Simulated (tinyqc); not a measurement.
Fermi-Dirac statistics of conduction electrons: one step. Burstein-Moss edge. Two cases, with inputs chosen for the exercise.

Task: Vertical transitions from the heavy-hole band reach half-empty states at the k where the conduction energy equals EF: k^2 = E (1 + alpha E) m/c with E = EF - Ec and c = hbar^2/2m0; edge = Eg + E + c k^2/mh. Gap narrowing by many-body effects is left out.

Constants: hbar^2/2m0 = 3.80998211 eV angstrom^2.

Case 1.

Values chosen (near those of InSb, lowest valleys alone; the results hold for these values, not for the real material): alpha = 5.66 1/eV (non-parabolicity); m = 0.0134 m0 (density-of-states mass of the conduction band); mh = 0.435 m0 (heavy-hole mass); Eg = 0.172 eV (gap).

EF - Ec = 41.8767 meV

Case 2.

Values chosen (near those of GaN, lowest valleys alone; the results hold for these values, not for the real material): alpha = 0.19 1/eV (non-parabolicity); m = 0.2 m0 (density-of-states mass of the conduction band); mh = 1.41 m0 (heavy-hole mass); Eg = 3.387 eV (gap).

EF - Ec = 63.5213 meV

Give: k; hole energy; edge.

Result:

Case 1.

k = 0.01350 1/angstrom
hole energy = 0.0016 eV
edge = 0.2155 eV

The edge moves up by 43.5 meV, of which the valence band supplies 4 %.

Case 2.

k = 0.05809 1/angstrom
hole energy = 0.0091 eV
edge = 3.4596 eV

The edge moves up by 72.6 meV, of which the valence band supplies 13 %.

Computed by tinyqc, one run a case: `OMP_NUM_THREADS=1 python tinyqc.py N N+1 out.jsonl` with N = 1650619, 1650731; one thread of a shared Intel(R) Xeon(R) Processor @ 2.30GHz, about 0.01 s a run at most.
